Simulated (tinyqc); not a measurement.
# Resistance of a source-drain extension with a graded tip: effects of single changes

y runs along the channel, the gate covers y > 0. The doping is N0 for y < y0 and N0 10^(-(y - y0)/la) beyond, uniform over the depth xj. Sheet conductance s(y) = q mu(N) max(N - Nch, 0) xj + (for y > 0) ma Cox Vo, with mu(N) = u0 + (u1 - u0)/(1 + (N/Nr)^au) and Cox = eps0 eox/tox. Current is taken as one-dimensional; depletion of the tip, spreading and the contact are left out. The metallurgical junction lies at yj, where N = Nch.

Parameters, values chosen for the exercise; mobility law close to that of electrons in silicon:

| symbol | value | unit | meaning |
|---|---|---|---|
| eox | 7.52 |  | relative permittivity of the gate insulator (close to silicon nitride) |
| tox | 4.8 | nm | insulator thickness |
| N0 | 1.2e20 | cm^-3 | active doping of the extension far from the gate |
| la | 5.9 | nm/decade | lateral abruptness |
| xj | 7 | nm | depth of the extension |
| Nch | 4.7e17 | cm^-3 | channel doping |
| Ls | 9 | nm | spacer length |
| Vo | 0.59 | V | gate overdrive |
| ma | 210 | cm^2/(V s) | mobility of the gate-induced layer |
| u1 | 1414 | cm^2/(V s) | mobility at low doping |
| u0 | 68.5 | cm^2/(V s) | mobility at high doping |
| Nr | 9.2e16 | cm^-3 | reference doping |
| au | 0.711 |  | exponent |
| Lg | 50 | nm | gate length |

Constants: q = 1.602176634e-19 C, eps0 = 8.8541878128e-14 F/cm where lengths are in cm. Results are converted to the units shown.

Each table varies one quantity; the others keep the values above.

## Abruptness at a fixed junction position

R_spacer = integral of dy/s from -Ls to 0, R_ov from 0 to yj, R_channel = (Lg - 2 yj)/(ma Cox Vo), R_total = 2 R_spacer + 2 R_ov + R_channel. Electrical length L_eff = ma Cox dR_total/d(1/Vo); R_series = R_total - L_eff/(ma Cox Vo). y0 is moved with la so that yj stays at 13.302 nm.

The same in every row: yj (nm) = 13.30; R_channel (ohm um) = 136.1.

Results:
```
la (nm/decade),R_spacer (ohm um),R_ov (ohm um),R_total (ohm um),L_eff (nm),R_series (ohm um)
1,8.759,17.52,188.7,25.92,37.87
2.1,8.759,24.60,202.8,28.10,39.35
3.1,8.759,31.03,215.7,30.08,40.70
5.3,8.759,45.18,244.0,34.43,43.66
6.4,9.665,51.65,258.8,36.54,46.17
7.4,13.20,55.99,274.5,38.19,52.32
8.5,20.41,59.46,295.9,39.68,64.99
```

Estimate the missing row, la = 4.2 nm/decade.

Computed row:
```
la (nm/decade),R_spacer (ohm um),R_ov (ohm um),R_total (ohm um),L_eff (nm),R_series (ohm um)
4.2,8.759,38.11,229.9,32.26,42.18
```

With this row back in the table: As la goes from 1 to 8.5 nm/decade, R_total rises from 189 to 296 ohm um, R_spacer rises from 8.76 to 20.4 ohm um and R_ov rises from 17.5 to 59.5 ohm um. R_total changes on average by 14.3 ohm um for each nm/decade. L_eff exceeds the metallurgical length by 2.53 nm in the first row and 16.3 nm in the last, since the gate also controls the lightly doped tips.

## Effect of the position under the gate where the fall begins

Same model as above.

Effect of the position under the gate where the fall begins:
```
y0 (nm),yj (nm),R_spacer (ohm um),R_ov (ohm um),R_channel (ohm um),R_total (ohm um),L_eff (nm),R_series (ohm um)
-6,8.202,22.28,38.17,195.5,316.4,44.35,58.36
-4,10.20,13.38,43.74,172.2,286.4,41.27,46.30
-2,12.20,9.654,47.52,148.9,263.3,37.70,43.92
0,14.20,8.759,49.79,125.7,242.8,33.86,45.76
2,16.20,8.759,51.46,102.4,222.8,29.94,48.61
4,18.20,8.759,53.13,79.11,202.9,26.02,51.47
6,20.20,8.759,54.79,55.84,182.9,22.10,54.33
8,22.20,8.759,56.46,32.56,163.0,18.19,57.19
```

Read the table: what changes, and by how much?

As y0 goes from -6 to 8, R_total falls from 316 to 163 ohm um, L_eff falls from 44.3 to 18.2 nm and R_series goes from 58.4 through a minimum of 43.9 (at y0 = -2 among the rows listed) to 57.2 ohm um. More overlap also shortens the channel and adds capacitance, effects on threshold and speed that are left out.

Computed by the program tinyqc: `OMP_NUM_THREADS=1 python tinyqc.py 2282071 2282072 out.jsonl`, one thread of a shared Intel Xeon 2.30GHz, about 0.03 s for the whole run.
